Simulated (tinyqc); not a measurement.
Plane-wave Kohn-Sham cycle with exchange-only LDA in a layered model solid, step by step. Computed by tinyqc, a small Python program that keeps every step. Settings: points = 16, plane-wave index or count = 2, electrons = 4, k points = 4, area = 20.0, mixing = 0.5, iteration cap = 75. Command: `OMP_NUM_THREADS=1 python tinyqc.py 25981 25982 out.jsonl` (the two numbers bound the seeds that draw the settings). One thread of a shared host (Intel(R) Xeon(R) Processor @ 2.60GHz), about 0.06 s of CPU time with the checks. Later iterations appear only in the table of the cycle.

## Iteration 1: potential

A solid whose potential varies along x alone (atomic units):
```
parameter                      value
period a                   13.600000
cross-section of the cell  20.000000
electrons per cell                 4
grid points                       16
plane waves -n..n, n               2
k points                           4
V1 in V1 cos(2 pi x/a)     -0.590000
V2 in V2 cos(4 pi x/a)     -0.150000
```

density at the start, on the grid x_j = j a/N (e/bohr^3): 0.01470588  0.01470588  0.01470588  0.01470588  0.01470588  0.01470588  0.01470588  0.01470588  0.01470588  0.01470588  0.01470588  0.01470588  0.01470588  0.01470588  0.01470588  0.01470588

V_H(G) = 4 pi rho(G)/G^2 for G != 0 (uniform background); v_x = -(3 rho/pi)^(1/3); V = V_ext + V_H + v_x; Fourier components f(G_m) = (1/N) sum_j f(x_j) exp(-i G_m x_j).

Potentials on the grid (hartree):
```
x              V_ext       V_H        v_x          V
0.000000   -0.740000  0.000000  -0.241261  -0.981261
0.850000   -0.651155  0.000000  -0.241261  -0.892416
1.700000   -0.417193  0.000000  -0.241261  -0.658454
2.550000   -0.119717  0.000000  -0.241261  -0.360978
3.400000    0.150000  0.000000  -0.241261  -0.091261
4.250000    0.331849  0.000000  -0.241261   0.090588
5.100000    0.417193  0.000000  -0.241261   0.175932
5.950000    0.439023  0.000000  -0.241261   0.197762
6.800000    0.440000  0.000000  -0.241261   0.198739
7.650000    0.439023  0.000000  -0.241261   0.197762
8.500000    0.417193  0.000000  -0.241261   0.175932
9.350000    0.331849  0.000000  -0.241261   0.090588
10.200000   0.150000  0.000000  -0.241261  -0.091261
11.050000  -0.119717  0.000000  -0.241261  -0.360978
11.900000  -0.417193  0.000000  -0.241261  -0.658454
12.750000  -0.651155  0.000000  -0.241261  -0.892416
```

V(G_m), m = 0, 1, 2, ... (hartree): -0.241261  -0.295000  -0.075000  0.000000  0.000000

## Iteration 1: Hamiltonian at one k

k = 0.125000 2 pi / a

H(m,m') = (k + G_m)^2/2 delta + V(G_m - G_m'), with V(-G) = V(G).

H (hartree):
```
           -2         -1         +0         +1         +2
-2   0.133932  -0.295000  -0.075000   0.000000   0.000000
-1  -0.295000  -0.159553  -0.295000  -0.075000   0.000000
+0  -0.075000  -0.295000  -0.239594  -0.295000  -0.075000
+1   0.000000  -0.075000  -0.295000  -0.106192  -0.295000
+2   0.000000   0.000000  -0.075000  -0.295000   0.240653
```

## Iteration 1: levels at that k

Diagonalise the Hermitian matrix.

eigenvalues (hartree): -0.730628  -0.255607  0.097005  0.336024  0.422453

## Iteration 1: new density

Motion across x is left out: the lowest 2 band(s) hold two electrons at each of the k points (j + 1/2)/nk - 1/2. Residual R = rho(out) - rho(in); rho(new) = rho(in) + 0.5 R. rho(out) = 2/(a A nk) sum |psi|^2 with psi = sum c exp(i G x). Harris energy E = band energy - dV sum rho (V_H/2 + v_x) + (3/4) dV sum rho v_x with rho(in), dV = a A/N, band energy = (2/nk) sum of the filled levels.

rho(out) (e/bohr^3): 0.03106628  0.03271527  0.03238148  0.02366398  0.01069321  0.00229959  0.00017915  0.00014469  0.00007310  0.00014469  0.00017915  0.00229959  0.01069321  0.02366398  0.03238148  0.03271527

density after iteration 1 (e/bohr^3): 0.02288608  0.02371057  0.02354368  0.01918493  0.01269954  0.00850274  0.00744252  0.00742529  0.00738949  0.00742529  0.00744252  0.00850274  0.01269954  0.01918493  0.02354368  0.02371057

energy per cell = -1.72125264 hartree

## Iteration 2: potential

As before.

Potentials on the grid (hartree):
```
x              V_ext        V_H        v_x          V
0.000000   -0.740000   0.566391  -0.279585  -0.453194
0.850000   -0.651155   0.528502  -0.282903  -0.405557
1.700000   -0.417193   0.409579  -0.282238  -0.289852
2.550000   -0.119717   0.213845  -0.263619  -0.169492
3.400000    0.150000  -0.020841  -0.229749  -0.100589
4.250000    0.331849  -0.239221  -0.200991  -0.108363
5.100000    0.417193  -0.403786  -0.192264  -0.178856
5.950000    0.439023  -0.503125  -0.192115  -0.256217
6.800000    0.440000  -0.536297  -0.191806  -0.288103
7.650000    0.439023  -0.503125  -0.192115  -0.256217
8.500000    0.417193  -0.403786  -0.192264  -0.178856
9.350000    0.331849  -0.239221  -0.200991  -0.108363
10.200000   0.150000  -0.020841  -0.229749  -0.100589
11.050000  -0.119717   0.213845  -0.263619  -0.169492
11.900000  -0.417193   0.409579  -0.282238  -0.289852
12.750000  -0.651155   0.528502  -0.282903  -0.405557
```

V(G_m), m = 0, 1, 2, ... (hartree): -0.234947  -0.040300  -0.067691  -0.000592  -0.000316

## Iteration 2: Hamiltonian at one k

k = 0.125000 2 pi / a

As before.

H (hartree):
```
           -2         -1         +0         +1         +2
-2   0.140246  -0.040300  -0.067691  -0.000592  -0.000316
-1  -0.040300  -0.153238  -0.040300  -0.067691  -0.000592
+0  -0.067691  -0.040300  -0.233279  -0.040300  -0.067691
+1  -0.000592  -0.067691  -0.040300  -0.099877  -0.040300
+2  -0.000316  -0.000592  -0.067691  -0.040300   0.246967
```

## Iteration 2: levels at that k

As before.

eigenvalues (hartree): -0.296578  -0.159648  -0.059116  0.155692  0.260469

## Iteration 2: new density

As before.

rho(out) (e/bohr^3): 0.02715518  0.02333581  0.01488629  0.00769743  0.00540332  0.00808411  0.01385454  0.01970619  0.02220358  0.01970619  0.01385454  0.00808411  0.00540332  0.00769743  0.01488629  0.02333581

density after iteration 2 (e/bohr^3): 0.02502063  0.02352319  0.01921499  0.01344118  0.00905143  0.00829342  0.01064853  0.01356574  0.01479653  0.01356574  0.01064853  0.00829342  0.00905143  0.01344118  0.01921499  0.02352319

energy per cell = -1.03902951 hartree

## Convergence

Stop when sqrt(dV sum R^2) is below 1e-8, dV = a A/N.

Course of the cycle:
```
iteration  E (hartree)  norm of the residual
1          -1.72125264              2.30e-01
2          -1.03902951              1.39e-01
3          -1.09901246              1.43e-01
4          -1.12597828              1.52e-01
5          -1.10983287              1.48e-01
6          -1.12298647              1.49e-01
7          -1.11137859              1.49e-01
8          -1.12256283              1.49e-01
9          -1.11161106              1.49e-01
10         -1.12250512              1.49e-01
11         -1.11164940              1.49e-01
...                ...                   ...
65         -1.11165818              1.49e-01
66         -1.12249597              1.49e-01
67         -1.11165818              1.49e-01
68         -1.12249597              1.49e-01
69         -1.11165818              1.49e-01
70         -1.12249597              1.49e-01
71         -1.11165818              1.49e-01
72         -1.12249597              1.49e-01
73         -1.11165818              1.49e-01
74         -1.12249597              1.49e-01
75         -1.11165818              1.49e-01
```

Not converged within 75 iterations: the residual has stopped falling: the iteration swings between two states. Reruns (cap 100 unless said): mixing 0.1: not converged; mixing 0.5, Kerker q0 1.0: converged in 58 (E = -0.97019); mixing 0.3, Pulay depth 5: converged in 25 (E = -0.97019); the original settings with a cap of 400: not converged.
